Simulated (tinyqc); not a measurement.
MOSFET in saturation, small-signal circuit and noise: two steps of the calculation.

Bias by the inversion coefficient IC = I/Ispec (charge-based model with velocity saturation; weak inversion below 0.1, strong above 10). Common-source circuit: gm, gds, Cgs, Cgd and Cj at the inner nodes, Rg in series with the gate; quasi-static, no source or drain resistance, no gate-body capacitance, no substrate network, no induced gate noise, so fmax is an upper estimate.

Inputs (values chosen for the exercise): temperature T = 293 K; gate length L = 90 nm; total gate width W = 40 um; gate capacitance Cox = 0.92 uF/cm^2; mobility mu = 230 cm^2/(V s); slope factor n = 1.39; velocity-saturation length Ls = 10 nm; inversion coefficient IC = 3.9; short-channel excess of the noise factor gw = 0.11; oxide trap density Nt = 1.5e17 cm^-3 eV^-1; tunnelling length into the oxide lt = 0.1 nm; Coulomb scattering coefficient ac = 1000 V s/C; signal frequency f = 10 GHz.

Constants: q = 1.602176634e-19 C, kB = 1.380649e-23 J/K, Vt = kB T/q. Results are converted to the units shown.

Question 1. Admittance matrix. Inner admittances at w = 2 pi f: y11 = i w (Cgs + Cgd), y12 = -i w Cgd, y21 = gm - i w Cgd, y22 = gds + i w (Cgd + Cd). Invert to Z, add Rg to Z11 and invert back to Y.

gm = 7.0417743 mS
gds = 0.40138114 mS
Cgs = 24.413626 fF
Cgd = 8.4 fF
Cd = 35.6 fF
Rg = 5.1157407 ohm

Wanted: inner y; Y with Rg.

Answer 1.

inner y (mS):

|  | 1 | 2 |
|---|---|---|
| 1 | 0.0000+2.0617i | 0.0000-0.5278i |
| 2 | 7.0418-0.5278i | 0.4014+2.7646i |

Y with Rg (mS):

|  | 1 | 2 |
|---|---|---|
| 1 | 0.0217+2.0615i | -0.0056-0.5277i |
| 2 | 7.0354-0.6020i | 0.4030+2.7836i |

Question 2. Noise at the gate. Channel noise Sid = 4 kB T gam n gm with gam = (1/2 + (2/3) qs)/(1 + qs) + gw lc IC, qs = [sqrt(1 + 4 IC) - 1]/2, lc = Ls/L (the last term an empirical rise with velocity saturation); at the gate, white noise Sw = Sid/gm^2 + 4 kB T Rg. Number fluctuation with correlated mobility: S(f) = K/f, K = q^2 Vt lt Nt/(W L Cox^2) (1 + ac mu Cox I/gm)^2, Vt in eV with Nt per eV. Corner fc = K/Sw. Full shot noise would be 2 q I.

I = 650.01528 uA
gm = 7.0417743 mS
Rg = 5.1157407 ohm

Wanted: gam; Sid; Sid/(2 q I); sqrt(Sw); K; fc.

Answer 2.

gam = 0.64864
Sid = 1.0273e-22 A^2/Hz
Sid/(2 q I) = 0.49323
sqrt(Sw) = 1.4679 nV/Hz^0.5
K = 3.3165e-11 V^2
fc = 15.393 MHz

The gate resistance gives 3.8 % of the white noise power.

Computed by the program tinyqc: `OMP_NUM_THREADS=1 python tinyqc.py 2150133 2150134 out.jsonl`, one thread of a shared Intel Xeon 2.30GHz, about 0.01 s for the whole run.
